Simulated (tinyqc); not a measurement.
Scattering rates of a carrier in a spherical band by Fermi's golden rule: one step, computed by the program tinyqc. Command: `OMP_NUM_THREADS=1 python tinyqc.py 3010523 3010524 out.jsonl scatter walk`. One thread of a shared host (Intel(R) Xeon(R) Processor @ 2.30GHz), about 0.01 s of CPU time with the checks.

All processes here are isotropic or elastic, and the rate listed is the momentum relaxation rate.

Question. All rates at E. Kane band: hbar^2 k^2/(2 m) = E (1 + alpha E), speed v = hbar k/(m (1 + 2 alpha E)), states per spin, volume and energy g(E) = m k (1 + 2 alpha E)/(2 pi^2 hbar^2); overlap factors are set to 1. Masses are multiplied by m_0 and all formulas are in SI units. Phonon occupation N_q = 1/(exp(hbar w/(k_B T)) - 1). Acoustic deformation potential (elastic, equipartition, absorption and emission together): 1/tau = 2 pi k_B T D_A^2 g(E)/(hbar rho v_l^2). Optical or intervalley deformation potential: 1/tau = (pi Z_f D_o^2/(rho w)) [N_q g(E + hbar w) + (N_q + 1) g(E - hbar w)], with g = 0 below the band edge. Singly charged impurities, momentum relaxation: 1/tau = N_I e^4 m (1 + 2 alpha E) Phi/(8 pi (eps_s eps_0)^2 hbar^3 k^3), with alpha = 0 for a parabolic band. Brooks-Herring: Phi = ln(1 + b) - b/(1 + b), b = 4 k^2 L_s^2. Debye screening by free carriers of density N_I: L_s = sqrt(eps_s eps_0 k_B T/(e^2 N_I)). Alloy disorder: 1/tau = (2 pi/hbar) Omega x (1 - x) U^2 g(E), Omega = a^3/4 (other conventions for Omega rescale U). Rates add: 1/tau_m is the sum, and the mean free path is v tau_m.

Inputs (values chosen for the exercise, modelled on electrons in germanium):

| quantity | value | unit |
|---|---|---|
| density-of-states mass of one valley m | 0.214 | m_0 |
| non-parabolicity alpha | 0.67 | 1/eV |
| static permittivity eps_s | 16 | - |
| density rho | 5323 | kg/m^3 |
| sound velocity v_l | 5230 | m/s |
| acoustic deformation potential D_A | 12 | eV |
| phonon energy hbar w | 33.6 | meV |
| optical or intervalley deformation potential D_o | 5.3 | 1e8 eV/cm |
| final valleys Z_f | 3 | - |
| ionised impurity density N_I | 3.4e+17 | 1/cm^3 |
| temperature T | 400 | K |
| carrier energy E | 200 | meV |
| alloy fraction x | 0.35 | - |
| alloy potential U | 1.4 | eV |
| lattice constant a | 5.55 | angstrom |

Crystal: non-polar. Band: Kane. Impurity formula: Brooks-Herring. Further scattering: alloy.

Constants: k_B = 1.380649e-23 J/K; e = 1.602176634e-19 C; hbar = 1.054571817e-34 J s; m_0 = 9.1093837015e-31 kg; hbar = 6.582119569e-16 eV s; k_B = 8.617333262e-05 eV/K; eps_0 = 8.8541878128e-12 F/m.

Give: Momentum relaxation rates; momentum relaxation time tau_m; mean free path.

Answer.

Momentum relaxation rates:

| process | rate (1/s) | share (%) |
|---|---|---|
| acoustic | 1.062e+13 | 19.44 |
| optical absorption | 2.176e+12 | 3.985 |
| optical emission | 4.446e+12 | 8.140 |
| ionised impurity | 3.339e+11 | 0.6114 |
| alloy | 3.704e+13 | 67.82 |

momentum relaxation time tau_m = 18.31 fs

mean free path = 8.817 nm

The largest rate is alloy (68 %), then acoustic (19 %).
